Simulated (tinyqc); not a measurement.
Model-solid line-up of a strained alloy layer on a substrate: one step. Offsets against the substrate material. Three cases, with inputs chosen for the exercise.

Question. Give also the smallest gap across the interface, min Ec - max Ev.

dEc = Ec(substrate) - Ec(layer), dEv = Ev(layer) - Ev(substrate); positive values confine the carrier in the layer. Type I: both of one sign; type II: opposite signs; type III: the gaps do not overlap.

Case 1.

Values chosen (out of a larger set: A near InP, B near GaP, substrate near Ge; not measured data): Eg_s = 0.747 eV (lowest gap of the substrate); Ev_s = -0.35 eV (substrate valence edge).

Ec and the three valence edges from the top (eV): [1.034180, -1.044169, -1.113766, -1.189039]

Case 2.

Values chosen (out of a larger set: A near GaAs, B near InAs, substrate near InP; not measured data): Eg_s = 1.412 eV (lowest gap of the substrate); Ev_s = -0.94 eV (substrate valence edge).

Ec and the three valence edges from the top (eV): [0.326492, -0.575151, -0.806392, -1.101258]

Case 3.

Values chosen (out of a larger set: A near GaSb, B near GaAs, substrate near InAs; not measured data): Eg_s = 0.412 eV (lowest gap of the substrate); Ev_s = -0.59 eV (substrate valence edge).

Ec and the three valence edges from the top (eV): [0.356431, 0.020152, -0.248386, -0.743373]

Give: dEc; dEv; type; smallest gap.

Answer.

Case 1.

dEc = -0.6372 eV
dEv = -0.6942 eV

type: I

smallest gap = 0.7470 eV

Both carriers collect in the substrate material; the conduction band takes 48 % of the gap difference. Where the alloy is indirect its X or L edge, left out, lies lower and changes dEc.

Case 2.

dEc = 0.1455 eV
dEv = 0.3648 eV

type: I

smallest gap = 0.9016 eV

Both carriers collect in the layer; the conduction band takes 29 % of the gap difference.

Case 3.

dEc = -0.5344 eV
dEv = 0.6102 eV

type: III

smallest gap = -0.1982 eV

The conduction edge of one side lies below the valence edge of the other, so electrons transfer across the interface.

Computed by tinyqc, one run a case: `OMP_NUM_THREADS=1 python tinyqc.py N N+1 out.jsonl` with N = 1051448, 1051518, 1051553; one thread of a shared Intel(R) Xeon(R) Processor @ 2.30GHz, about 0.02 s a run at most.
